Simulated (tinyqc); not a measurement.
From a target to a composition: model-solid line-up of a strained alloy layer on a substrate.

Problem. A layer of the alloy is strained to the substrate, and its gap (Ec minus the top valence edge) is given. Find x between 0.05 and 0.90, where the gap is monotonic.

All values of the alloy are linear in x but the gap, Eg(x) = (1 - x) Eg_A + x Eg_B - C x (1 - x), and the valence edge, Ev(x) = (1 - x) Ev_A + x Ev_B + fv C x (1 - x); Ec = Ev + Eg. Ev is the top of the unstrained valence band on a scale common to all materials. In the layer only the Gamma valley of the conduction band is followed, also where an X or L valley would lie lower.

Coherent growth on a (001) face: e_par = (a_s - a)/a, e_perp = -2 (C12/C11) e_par; exx = eyy = e_par, ezz = e_perp, no shear.

Strained edges: Ec + ac tr(e); the valence edges are Ev plus the levels of the 6 x 6 matrix of X, Y, Z times spin with -Dso/3 + l exx + m (eyy + ezz) on the diagonal (cyclic), n exy off it, l = av + 2 b, m = av - b, n = sqrt(3) d. Spin-orbit term (Dso/3) L.sigma on X, Y, Z with (L_k)_ij = -i epsilon_kij: <X+|H|Y+> = -i Dso/3, <X+|H|Z-> = Dso/3, <Y+|H|Z-> = -i Dso/3, <Z+|H|X-> = -Dso/3, <Z+|H|Y-> = i Dso/3, <X-|H|Y-> = i Dso/3, and their conjugates; + and - are the spin along z.

Values chosen for the exercise (A near InAs, B near GaAs, substrate near InP; the results hold for these values, not for the real material):
- a = (6.063, 5.652) angstrom (lattice constant of A, B)
- Eg = (0.421, 1.518) eV (gap at Gamma to the s-like level of A, B)
- Dso = (0.385, 0.341) eV (spin-orbit splitting of A, B)
- Ev = (-0.6, -0.8) eV (top of the unstrained valence band of A, B)
- ac = (-5.13, -7.18) eV (conduction deformation potential of A, B)
- av = (1, 1.16) eV (valence hydrostatic potential of A, B)
- b = (-1.8, -1.99) eV (tetragonal shear potential of A, B)
- d = (-3.63, -4.77) eV (trigonal shear potential of A, B)
- C11 = (83, 120.7) GPa (of A, B)
- C12 = (45.9, 56.1) GPa (of A, B)
- C44 = (39.5, 59.1) GPa (of A, B)
- C = 0.521 eV (bowing of the gap)
- fv = 0.3 (share of the bowing taken by the valence edge)
- a_s = 5.863 angstrom (substrate)
- face = 001 (growth face)

strained gap = 0.777639 eV

Find: x; e_par; gap of the relaxed alloy.

Solution. Bisect on x; the strained gap is 0.5066 eV at x = 0.05 and 0.9397 eV at x = 0.90.

x = 0.430
e_par = -0.395 %
gap of the relaxed alloy = 0.765 eV

tinyqc: `OMP_NUM_THREADS=1 python tinyqc.py 1080130 1080131 out.jsonl`; about 0.02 s, one thread, shared Intel(R) Xeon(R) Processor @ 2.30GHz.
